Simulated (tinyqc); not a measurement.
Hole subbands of a hard-walled well, four-band Luttinger model: sweeps and comparisons. A value that a table varies takes the place of the one given here.

Hole energies are counted downwards from the unstrained band edge, c = hbar^2/2m0. After the usual block transformation one block is H = [[P + Q - Zs, R - i S], [R + i S, P - Q + Zs]] in (heavy, light), with P +/- Q = c [(g1 +/- g2) k^2 + (g1 -/+ 2 g2) kz^2], R = sqrt(3) c gR k^2, S = 2 sqrt(3) c g3 k kz, kz = -i d/dz; axial approximation gR = (g2 + g3)/2. Zs = b (e_par - e_perp) is the shear part of the strain (the hydrostatic part shifts all levels alike and is left out). Basis sqrt(2/L) sin(n pi z/L), n = 1 to N, for each component: kz^2 gives (n pi/L)^2 and the heavy-light block is R delta_nm - 2 sqrt(3) c g3 k D_nm with D_nm = 4 n m/(L (n^2 - m^2)) for n + m odd, 0 otherwise. The other block has the same levels. The split-off band is left out.

Constants: hbar^2/2m0 = 3.80998211 eV angstrom^2.

Inputs chosen for the exercise (near those of GaSb; the results hold for these values, not for the real material):
- g1 = 13.4 (Luttinger gamma1)
- g2 = 4.69 (gamma2)
- g3 = 6 (gamma3)
- L = 185 angstrom (well width along [001])
- k = 0.0231 1/angstrom (wave vector in the plane)
- Zlist = (-0.0237, -0.0148, -0.0079, -0.0029, 0, 0.008, 0.025) eV (shear strain energies (negative: tension in the plane, for b < 0))

## Which coupling does what

shear strain energy Zs = 0.031575 eV
N = 20, at the given k. Diagonal: R = S = 0. Along [100] and [110] gR is g2 and g3 instead of their mean.

Hole energies (meV):
```
model        E1     E2     E3     E4
diagonal   9.62  22.87  44.95  74.31
R alone    4.54  20.13  43.42  74.93
S alone    1.80   3.32  19.12  39.71
axial     -2.96   1.62  17.61  39.82
[100]     -1.97   2.07  17.95  39.82
[110]     -4.04   1.09  17.25  39.79
```

The couplings move E1 by -12.58 meV: R alone by -5.08, S alone by -7.82, so S matters more at k L/pi = 1.36 (R grows as k^2 and joins equal n, S as k and joins n of opposite parity). Warping spreads E1 by 2.07 meV between [100] and [110], the hole being heavier along [110]; the axial value lies between them.

## Strain

N = 20. dE is the rise of the top subband from k = 0 to k1 = pi/(4L), m1 = c k1^2/dE (dash if dE is not positive), and the heavy weight is taken at k = pi/L.

Top subband:
```
Zs (eV)  HH1 (meV)  LH1 (meV)  dE (meV)  heavy weight  m1 (m0)
-0.0237       28.1        1.3    -0.042         0.149        -
-0.0148       19.2       10.2    -0.495         0.251        -
-0.0079       12.3       17.1     0.790         0.381    0.087
-0.0029        7.3       22.1     0.931         0.503    0.074
0.0000         4.4       25.0     0.958         0.579    0.072
0.0080        -3.6       33.0     1.005         0.771    0.068
0.0250       -20.6       50.0     1.062         0.936    0.065
```

HH1 and LH1 cross at Zs = -2 c g2 (pi/L)^2 = -0.0103 eV; for more negative Zs the light hole is on top. Among the rows with HH1 on top, m1 goes from 0.087 to 0.065 m0 as the splitting widens from 5 to 71 meV, against the unmixed 1/(g1 + g2) = 0.055: compression lightens the holes here. A dash marks a top subband whose hole energy at k1 lies below that at k = 0: an electron-like (negative) mass. m1 describes the neighbourhood of k = 0 only; where HH1 and LH1 lie close, the band may peak further out.

tinyqc: `OMP_NUM_THREADS=1 python tinyqc.py 1252548 1252549 out.jsonl`; about 0.1 s, one thread, shared Intel(R) Xeon(R) Processor @ 2.30GHz.
